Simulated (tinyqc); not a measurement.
Gain for each load and current direction: deformation-potential model of the L valleys of a conduction band.

Valleys with axes along [111], [1-1-1], [-11-1] and [-1-11], one whole valley each. Herring-Vogt shift of a valley with unit axis a: dE = Xd tr(e) + Xu a.e.a. Non-degenerate shares n_i = exp(-dE_i/kT)/sum_j exp(-dE_j/kT). Inverse mass tensor of a valley: (1 - a a)/mt + a a/ml; the masses are taken as independent of strain.

s11 = (C11 + C12)/((C11 - C12)(C11 + 2 C12)), s12 = -C12/((C11 - C12)(C11 + 2 C12)), s44 = 1/C44; exx = s11 sxx + s12 (syy + szz) and cyclic, exy = s44 sxy/2; tension is positive. A uniaxial stress X along the unit vector n is s_ij = X n_i n_j.

Constants: kB = 8.617333262e-05 eV/K.

Values chosen for the exercise (near those of Ge; shifted at random, so the results belong to these values and not to a real crystal): ml = 1.535 m0 (longitudinal mass); mt = 0.081 m0 (transverse mass); Xd = -6.55 eV (dilation potential); Xu = 16.47 eV (uniaxial potential); C11 = 129.1 GPa; C12 = 48.5 GPa; C44 = 67.2 GPa; X1 = 0.5 GPa (size of the stress); T = 350 K (temperature).

Each load has the size X1. Gain m_c(0)/m_c - 1 in per cent from repopulation alone, m_c = 1/(u.M.u), M = sum_i n_i (inverse mass tensor); biaxial means sxx = syy.

Gain (%); + is tension, - compression:
```
load                [100]  [010]  [001]  [110]  [1-10]  [111]
uniaxial [110] (+)    0.0    0.0    0.0   27.2   -27.2   18.1
uniaxial [110] (-)    0.0    0.0    0.0  -27.2    27.2  -18.1
uniaxial [100] (+)    0.0    0.0    0.0    0.0     0.0    0.0
uniaxial [100] (-)    0.0    0.0    0.0    0.0     0.0    0.0
uniaxial [111] (+)    0.0    0.0    0.0   12.2   -12.2   24.4
uniaxial [111] (-)    0.0    0.0    0.0  -25.8    25.8  -51.7
biaxial (001) (+)     0.0    0.0    0.0    0.0     0.0    0.0
biaxial (001) (-)     0.0    0.0    0.0    0.0     0.0    0.0
```

The largest gain is +27.2 %, for uniaxial [110] (+) with the current along [110] and uniaxial [110] (-) with the current along [1-10]; for a [110] channel it is +27.2 %, under uniaxial [110] (+). No gain or loss appears under biaxial (001) and uniaxial [100]: the valleys stay equivalent.

Program tinyqc; command `OMP_NUM_THREADS=1 python tinyqc.py 1080686 1080687 out.jsonl`; about 0.01 s on one thread of a shared Intel(R) Xeon(R) Processor @ 2.30GHz.
